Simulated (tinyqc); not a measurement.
# From time to the target back to pump speed S

Model: gas flow in a process chamber: flow regimes, conductance, effective pumping speed, pump-down, outgassing and purge. Computed by tinyqc, a small Python program. Command: `OMP_NUM_THREADS=1 python tinyqc.py 3121372 3121373 out.jsonl pump inv`. One thread of a shared host (Intel(R) Xeon(R) Processor @ 2.30GHz), about 0.01 s of CPU time with the checks.

Ideal gas, isothermal flow, a pump of constant speed at the end of a round pipe; process gas, volume gas and outgassing are given the same properties. 1 sccm = 101325 Pa x 1e-6 m^3/60 s x T/273.15 K.

Inputs (values chosen for the exercise, modelled on oxygen near room temperature):
```
quantity                     value            unit
molar mass M                    32           g/mol
molecular diameter            0.36              nm
temperature T                  293               K
chamber volume V                85               L
wall area                     0.74             m^2
pipe diameter d                6.3              cm
pipe length l                   85              cm
outgassing rate after 1 h  2.1e-06  Pa m^3/(s m^2)
outgassing exponent n         0.81               -
target base pressure         2e-05              Pa
```

Constants: k_B = 1.380649e-23 J/K; u = 1.6605390666e-27 kg.

Method:
- Mean speed c = sqrt(8 k_B T/(pi m)); aperture conductance C_a = c pi d^2/16; molecular pipe C_m = C_a/(1 + 3 l/(4 d)) (Dushman form); viscous pipe C_v = pi d^4 p_mean/(128 eta l); Knudsen interpolation C = C_v + C_m (1 + x)/(1 + 1.24 x), x = d p_mean sqrt(m/(k_B T))/eta.
- Effective speed 1/S_eff = 1/S + 1/C_m; time constant V/S_eff; pressure at which the free path k_B T/(sqrt2 pi d_m^2 p) equals d.
- From the outgassing limit: t = 1 h x (q_1 A/(S_eff p_target))^(1/n) - 10 s; monolayer time at the target = 1e19 m^-2 x 4 k_B T/(p c) for unit sticking.

Problem. A run gave the result below. Find the pump speed S, known to lie between 120 and 290 L/s.

time to the target = 3.890504 h

Solution.

Each step takes the trial c = (a f_b - b f_a)/(f_b - f_a), f being the result less the target and a, b, c the logarithms of the listed values; c replaces end b, the old b replaces a if the sign of f changed, and otherwise f_a is halved.

Scan of the range:
```
pump speed S (L/s)  time to the target (h)
120                                4.14491
139                                4.00221
161                                3.87982
187                                3.77291
216                                3.68446
250                                3.60722
290                                3.53980
```

False position (Illinois rule, in the logarithm of the input) inside the bracket:
```
step    end a    end b    trial  time to the target (h)
1     139.000  161.000  158.948                 3.88978
2     139.000  158.948  158.674                 3.89113
3     158.948  158.674  158.800                 3.89050
4     158.674  158.800  158.800                 3.89050
```

Time to the target falls at every point of a 13-point scan of the range (every second point is shown), so one value fits; it is bracketed by 139 and 161. Answer: pump speed S = 158.8 L/s.
